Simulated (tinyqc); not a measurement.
# Inverter chain driving a load

N inverters, each f = Hc^(1/N) times larger than the one before: delay tau N (f + pp). Switched capacitance in units of the first input, with output capacitance pp times the input: Hc + (1 + pp)(Hc - 1)/(f - 1).

Parameters, values chosen for the exercise:
```
symbol,value,unit,meaning
Hc,61,,load over the input capacitance of the chain
pp,1,,parasitic delay of an inverter
tau,4.4,ps,delay unit
```

Result of one run:
```
N      f  delay (ps)  switched capacitance
1  61.00       272.8                 63.00
```

What becomes of these results when the number of stages N is changed from 1 to 5, all else the same?

Result of the changed run:
```
N      f  delay (ps)  switched capacitance
5  2.275       72.06                 155.1
```

The whole series:
```
N      f  delay (ps)  switched capacitance
1  61.00       272.8                 63.00
2  7.810       77.53                 78.62
3  3.936       65.16                 101.9
4  2.795       66.79                 127.9
5  2.275       72.06                 155.1
6  1.984       78.78                 182.9
7  1.799       86.21                 211.2
```

The delay goes from 273 through a minimum of 65.2 (at N = 3 among the rows listed) to 86.2 ps. The best stage effort solves pp + rho (1 - ln rho) = 0, rho = 3.59, which gives N = ln Hc/ln rho = 3.22. One stage fewer than the best costs 19 % in delay and saves 23 % of the switched capacitance.

Program tinyqc, `OMP_NUM_THREADS=1 python tinyqc.py 2082037 2082038 out.jsonl`; Intel Xeon 2.30GHz, shared host, one thread, about 0.01 s.
